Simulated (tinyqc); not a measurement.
Inside a calculation. Method: Rayleigh-quotient iteration on a symmetric matrix. One step of it, computed by the program tinyqc.

Question. Step 3. solve (A - shift) w = v; v' = w/|w| with its largest component positive (the first on a tie); lambda = v'^T A v'; the next shift is lambda.

A:
```
[[0.364000, 0.600000, 0.397000, 0.631000],
 [0.600000, 0.839000, -0.650000, -0.891000],
 [0.397000, -0.650000, 2.076000, -0.427000],
 [0.631000, -0.891000, -0.427000, 2.815000]]
```

vector after step 2: [0.720138, 0.640751, 0.229427, 0.134919]

Rayleigh quotient after step 2 = 1.129667

Give: vector after step 3; Rayleigh quotient after step 3.

Answer.

vector after step 3: [0.7202, 0.6516, 0.2020, 0.1259]

Rayleigh quotient after step 3 = 1.1285
